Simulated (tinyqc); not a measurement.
Inside a calculation. Model: estimate of lattice thermal conductivity from elastic moduli (Slack, Klemens and Cahill formulas). Computed by tinyqc, a small Python program that keeps every step. Command: `OMP_NUM_THREADS=1 python tinyqc.py 3028852 3028853 out.jsonl slack walk`. One thread of a shared host (Intel(R) Xeon(R) Processor @ 2.30GHz), about 0.01 s of CPU time with the checks. Intermediate numbers are printed to about 6 digits and carried at full precision; extremes and crossings named in words are read from the listed rows.

An isotropic solid.

Inputs (values chosen for the exercise, for a model crystal):
```
quantity                      value        unit
bulk modulus B                 58.7         GPa
shear modulus G                57.3         GPa
volume per atom V              23.8  angstrom^3
mean atomic mass M              105           u
atoms per primitive cell n       20           -
temperature T                   300           K
disorder parameter Gamma    0.00023           -
grain size d                  17000          nm
```

Grueneisen parameter: from the Poisson ratio.

Constants: u = 1.6605390666e-27 kg; hbar = 1.054571817e-34 J s; k_B = 1.380649e-23 J/K; h = 6.62607015e-34 J s.

## Velocities, Poisson ratio and Debye temperature

rho = M/V; vL = sqrt((B + 4G/3)/rho), vT = sqrt(G/rho); v_m = [(vL^-3 + 2 vT^-3)/3]^(-1/3); Poisson ratio sigma = (3B - 2G)/(6B + 2G); Theta = hbar v_m (6 pi^2/V)^(1/3)/k_B.

density rho = 7325.91 kg/m^3

vL = 4294.35 m/s

vT = 2796.70 m/s

v_m = 3066.31 m/s

Poisson ratio sigma = 0.131748

Debye temperature Theta = 317.371 K

## Grueneisen parameter

Empirical rule gamma = (3/2) (1 + sigma)/(2 - 3 sigma).

Grueneisen parameter gamma = 1.05787

## Conductivity of the perfect crystal

Slack, an estimate for T near or above Theta_a: kappa = A M Theta_a^3 delta n^(1/3)/(gamma^2 T) in W/(m K), with M in u, delta = V^(1/3) in angstrom, Theta_a = Theta n^(-1/3) and A = 2.43e-6/(1 - 0.514/gamma + 0.228/gamma^2).

acoustic Debye temperature Theta_a = 116.920 K

A = 3.38508e-06

kappa of the perfect crystal = 13.2123 W/(m K)

## Point defects and grains

High-temperature forms with the classical heat capacity. Klemens: kappa/kappa_0 = arctan(u)/u, u^2 = pi^2 Theta V Gamma kappa_0/(h v_m^2). Grains: 1/kappa_poly = 1/kappa + 1/(C v_m d/3), C = 3 k_B/(n V), the acoustic branches alone.

disorder scale u = 0.190692

kappa with point defects = 13.0556 W/(m K)

grain-boundary limit = 1511.96 W/(m K)

kappa of the polycrystal = 12.9438 W/(m K)

For small u the loss is about u^2/3 = 0.012. Grains remove a further 1 %.

## Minimum conductivity

Cahill minimum: kappa_min = (pi/6)^(1/3) k_B V^(-2/3) sum over L, T, T of v (T/Theta_i)^2 int_0^(Theta_i/T) x^3 e^x/(e^x - 1)^2 dx, Theta_i = Theta v_i/v_m (64 Gauss-Legendre points). Its high-temperature limit is (1/2) (pi/6)^(1/3) k_B V^(-2/3) (vL + 2 vT).

kappa_min = 0.626165 W/(m K)

its high-temperature limit = 0.664915 W/(m K)

kappa_poly/kappa_min = 20.6716

## All estimates against temperature

The formulas are those given above.

Kappa (W/(m K)):
```
T (K)  perfect crystal  with point defects  polycrystal   minimum
200            19.8185             19.4695      19.2220  0.583335
300            13.2123             13.0556      12.9438  0.626165
400             9.9092              9.8206       9.7572  0.642581
550             7.2067              7.1596       7.1259  0.652923
750             5.2849              5.2595       5.2413  0.658415
1000            3.9637              3.9494       3.9391  0.661243
1300            3.0490              3.0405       3.0344  0.662738
1700            2.3316              2.3266       2.3230  0.663640
```

The perfect crystal follows 1/T. With point defects the exponent runs from -0.99 to -1.00 (the strong-disorder limit is -1/2), and with grains from -0.98 to -1.00. At the highest T it is still 3.5 times the minimum.

Checks made by the program: arctan(u)/u against the Debye integral of 1/(1 + u^2 y^2) (relative difference below 1e-10).
